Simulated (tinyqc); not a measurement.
Van der Pauw, Hall and four-point-probe measurements on a doped layer: correction factor against the shape of the sample.

A uniform n-type layer with sheet resistance Rs = 1/(q ns mu), point contacts, low field (mu B small).

Rs = 1/(q ns mu). For a rectangle with contacts at the corners, RA = (8 Rs/pi) sum_(k>=0) ln coth((2k + 1) pi a/(2 b)) with current along a short side b and voltage along the opposite one, RB the same with a and b exchanged. ar = a/b. F = Rs/[(pi/ln 2)(RA + RB)/2]; small-asymmetry estimate 1 - (ln 2/2) d^2 - ((ln 2)^2/4 - (ln 2)^3/12) d^4 with d = (RB - RA)/(RB + RA).

Inputs (values chosen for the exercise):
- ns = 1.6e14 cm^-2 (sheet density of the layer)
- mu = 200 cm^2/(V s) (drift mobility)

Constants: q = 1.602176634e-19 C. Results are converted to the units shown.

Result of one run:
```
RA (ohm)	RB (ohm)	RB/RA	F	estimate of F
1.195	245.9	205.8	0.3484	0.5713
```

Which side ratio a/b of a rectangular sample with corner contacts ar gave this result: 1.23, 1.69, 1.91, 2.14 or 2.37?

ar = 2.14.

The whole series:
```
ar	RA (ohm)	RB (ohm)	RB/RA	F	estimate of F
1	43.03	43.03	1.000	1.000	1.000
1.23	20.85	77.87	3.734	0.8718	0.8741
1.46	10.12	117.6	11.62	0.6738	0.7082
1.69	4.913	159.9	32.55	0.5221	0.6213
1.91	2.461	201.6	81.92	0.4217	0.5862
2.14	1.195	245.9	205.8	0.3484	0.5713
2.37	0.5801	290.4	500.6	0.2958	0.5653
2.6	0.2817	335.1	1190	0.2566	0.5628
```

RB/RA rises from 1.00 to 1190 and F falls from 1.00 to 0.257. The estimate is 5.1 % above F at a/b = 1.46 and 2.19 times it in the last row. RA shrinks about as exp(-pi a/b): by a factor of 2.06 between the last two rows, against 2.06.

Computed by the program tinyqc: `OMP_NUM_THREADS=1 python tinyqc.py 2850109 2850110 out.jsonl`, one thread of a shared Intel Xeon 2.30GHz, about 0.01 s for the whole run.
